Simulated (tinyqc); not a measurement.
From results back to parameters: metal-induced gap states at the contact of a metal chain and a two-band chain. Three cases, with inputs chosen for the exercise.

Problem. With gap states the barrier for electrons is phi = S (W - chi - p) + p, W being the work function of the metal, S the pinning factor and p the depth of the neutrality level below the conduction edge. The barriers for two metals come from hidden S and p, those of the chain and not of a measured contact.

Find: S, p (eV).

Method. The slope of the barrier against W is S; then p = (phi1 - S (W1 - chi))/(1 - S).

Case 1.

Values chosen (out of a larger set: gap and optical dielectric constant near those of GaAs; the chain itself is a model; not measured data): W1 = 4.1 eV (work function of metal 1); W2 = 5.38 eV (of metal 2); chi = 4.09 eV (electron affinity).

barriers (eV): metal 1 0.52150, metal 2 0.74550

Solution.

S, p (eV): 0.175  0.630

Case 2.

Values chosen (out of a larger set: gap and optical dielectric constant near those of SiO2; the chain itself is a model; not measured data): W1 = 4.12 eV (work function of metal 1); W2 = 5.28 eV (of metal 2); chi = 0.91 eV (electron affinity).

barriers (eV): metal 1 3.48489, metal 2 4.37693

Solution.

S, p (eV): 0.769  4.400

Case 3.

Values chosen (out of a larger set: gap and optical dielectric constant near those of GaN; the chain itself is a model; not measured data): W1 = 4.1 eV (work function of metal 1); W2 = 5.45 eV (of metal 2); chi = 4.01 eV (electron affinity).

barriers (eV): metal 1 0.56872, metal 2 1.41382

Solution.

S, p (eV): 0.626  1.370

Computed by tinyqc, one run a case: `OMP_NUM_THREADS=1 python tinyqc.py N N+1 out.jsonl` with N = 1451441, 1451498, 1451594; one thread of a shared Intel(R) Xeon(R) Processor @ 2.30GHz, about 0.01 s a run at most.
